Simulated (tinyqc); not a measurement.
From results back to parameters: phonon-assisted absorption at an indirect gap. Three cases, with inputs chosen for the exercise.

Problem. A slab transmits Tr = (1 - R)^2 x/(1 - R^2 x^2) with x = exp(-alpha d) and R = ((nr - 1)/(nr + 1))^2.

Find: x; alpha.

Method. Tr R^2 x^2 + (1 - R)^2 x - Tr = 0; take the positive root, then alpha = -ln(x)/d.

Case 1.

Values chosen (out of a larger set: loosely those of GaP at room temperature; Eg is not tied to T; not measured data): nr = 3.46 (refractive index); d = 82 micrometre (thickness).

Tr = 0.466009

Solution.

x = 0.8918
alpha = 14.0 1/cm

Case 2.

Values chosen (out of a larger set: loosely those of GaP at room temperature; Eg is not tied to T; not measured data): nr = 3.44 (refractive index); d = 16 micrometre (thickness).

Tr = 0.0256785

Solution.

x = 0.05269
alpha = 1.84e+03 1/cm

Case 3.

Values chosen (out of a larger set: loosely those of Si at room temperature; Eg is not tied to T; not measured data): nr = 3.56 (refractive index); d = 3.3 micrometre (thickness).

Tr = 0.433768

Solution.

x = 0.8574
alpha = 466 1/cm

Computed by tinyqc, one run a case: `OMP_NUM_THREADS=1 python tinyqc.py N N+1 out.jsonl` with N = 1650615, 1650664, 1650678; one thread of a shared Intel(R) Xeon(R) Processor @ 2.30GHz, about 0.01 s a run at most.
